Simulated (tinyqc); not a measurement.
Reverse leakage of an n+-p junction: diffusion, generation, trap-assisted and band-to-band tunnelling: leakage components against the temperature.

One-sided abrupt junction in the depletion approximation, x from the junction (0) to W on the p side, field F = F0 (1 - x/W). Flat quasi-Fermi levels, long p side. Traps generate through SRH with both lifetimes shortened by 1 + Gamma (Hurkx enhancement, form for moderate fields); band-to-band generation is local and needs a total bending above Eg.

Nc and Nv are given at 400 K and scale as (T/400 K)^1.5; all else is held fixed. ni = sqrt(Nc Nv) exp(-Eg/(2 Vt)), Eg in volts; Vbi = Vt ln(Na Nd/ni^2); W = sqrt(2 eps0 eps_r (Vbi + VR)/(q Na)); F0 = 2 (Vbi + VR)/W; FG = sqrt(24 mt m0 (kB T)^3)/(q hbar); J_diff = q ni^2 sqrt(Dn/tau)(1 - exp(-VR/Vt))/Na. u = (Vbi + VR)(1 - x/W)^2, p = Na exp(-u/Vt), n = Nd exp((u - Vbi - VR)/Vt); G0 = ni^2 (1 - exp(-VR/Vt))/(tau (n + p + 2 ni cosh(Et/Vt))); Gamma = 2 sqrt(3 pi)(F/FG) exp((F/FG)^2); trap-assisted part G0 Gamma; G_bb = Ab F^2.5 exp(-Bb/F) with F in V/cm, zero unless Vbi + VR > Eg, and counted as zero under 1 cm^-3 s^-1. Currents are q times the integrals over 0 to W; J_bb under 1e-8 of J is printed as 0; rows with F0/FG above 2.2, beyond the range of this Gamma, are left out.

Parameters, values chosen for the exercise; band and dielectric values close to those of silicon: band gap Eg = 1.13 eV; relative permittivity eps_r = 11.6; conduction-band density of states at the reference temperature Nc = 4.3e19 cm^-3; valence-band density of states at the reference temperature Nv = 4.13e19 cm^-3; acceptor density of the lighter side Na = 1.6e18 cm^-3; donor density of the heavier side Nd = 5e19 cm^-3; SRH lifetime of both carriers at zero field tau = 5e-9 s; trap level above the intrinsic level Et = 0 eV; tunnelling mass mt = 0.26 m0; electron diffusion coefficient on the lighter side Dn = 5.6 cm^2/s; band-to-band prefactor Ab = 2.5e14 cm^-0.5 V^-2.5 s^-1; band-to-band field constant Bb = 1.84e7 V/cm; reverse bias VR = 0.4 V.

Constants: q = 1.602176634e-19 C, kB = 1.380649e-23 J/K, hbar = 1.054571817e-34 J s, m0 = 9.1093837015e-31 kg, Vt = kB T/q, eps0 = 8.8541878128e-14 F/cm where lengths are in cm. Results are converted to the units shown.

Leakage components against the temperature:
```
T (K)  F0 (kV/cm)  F0/FG  J_diff (A/cm^2)  J_SRH (A/cm^2)  J_TAT (A/cm^2)  J_bb (A/cm^2)  J (A/cm^2)              largest part
310           856   2.17         1.18e-12         2.28e-7         2.02e-5        1.66e-6     2.21e-5  trap-assisted tunnelling
340           852   1.88         6.50e-11         1.72e-6         7.24e-5        1.47e-6     7.56e-5  trap-assisted tunnelling
370           847   1.64          1.91e-9         9.50e-6         2.31e-4        1.28e-6     2.42e-4  trap-assisted tunnelling
400           843   1.46          3.45e-8         4.11e-5         6.59e-4        1.11e-6     7.01e-4  trap-assisted tunnelling
430           838   1.30          4.21e-7         1.47e-4         0.00169        9.60e-7     0.00183  trap-assisted tunnelling
```

J rises from 2.21e-5 to 0.00183 A/cm^2. Trap-assisted tunnelling leads at T = 310 and in all other rows. Activation energies over the table: 1.22 eV for diffusion (Eg = 1.13 eV, raised by the T^3 of ni^2), 0.619 eV for SRH generation (Eg/2 + |Et| = 0.565 eV), 0.424 eV for the trap-assisted part, lower since Gamma grows on cooling; the total shows 0.373 eV at the cold end and 0.475 eV at the hot end.

Range of the model: The n+ side is degenerate, so Vbi from Boltzmann statistics is only a guide.

Program tinyqc, `OMP_NUM_THREADS=1 python tinyqc.py 2290138 2290139 out.jsonl`; Intel Xeon 2.30GHz, shared host, one thread, about 0.01 s.
